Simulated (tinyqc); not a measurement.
Heat flow across a film from the phonon Boltzmann equation in the relaxation-time approximation: one step, computed by the program tinyqc.

Two black walls, hot at x = 0 and cold at x = L, emit phonons isotropically. For one free path Lambda, with tau = x/Lambda, tau_L = L/Lambda and phi = (T - T_cold)/Delta T, energy balance gives phi(tau) = (1/2) [E2(tau) + int_0^tau_L phi(s) E1(|tau - s|) ds]; E_n are the exponential integrals. The flux over the ballistic flux C v Delta T/4 is psi = 1 - 2 int_0^tau_L phi(s) E2(s) ds, and kappa_eff/kappa = (3/4) tau_L psi. kappa = C v Lambda/3 is an input, so at fixed kappa a longer free path means a smaller C v.

Task: The small linear system for Lambda_1. Cut the film into n equal cells with constant phi, collocated at the centres c_i: the kernel integrates to A_ij = |E2(|c_i - e_j|) - E2(|c_i - e_(j+1)|)|/2 for cell edges e_j, and A_ii = 1 - E2(half a cell); solve (1 - A) phi = E2(c)/2; psi = 1 - 2 sum_j phi_j [E3(e_j) - E3(e_(j+1))].

Inputs (values chosen for the exercise, modelled on diamond): film thickness L = 120 nm; free path Lambda_1 = 320 nm; cells n in the small system = 6.

Give: optical thickness tau_L; 1 - A; right-hand side E2(c)/2; flux weights E3(e_j) - E3(e_(j+1)).

Result:

optical thickness tau_L = 0.375

1 - A, lower triangle (symmetric):
```
         1        2        3        4        5       6
1   0.8780
2  -0.0719   0.8780
3  -0.0511  -0.0719   0.8780
4  -0.0400  -0.0511  -0.0719   0.8780
5  -0.0327  -0.0400  -0.0511  -0.0719   0.8780
6  -0.0274  -0.0327  -0.0400  -0.0511  -0.0719  0.8780
```

right-hand side E2(c)/2: 0.4390  0.3671  0.3160  0.2760  0.2433  0.2159

flux weights E3(e_j) - E3(e_(j+1)): 0.05524  0.04598  0.03956  0.03454  0.03044  0.02700
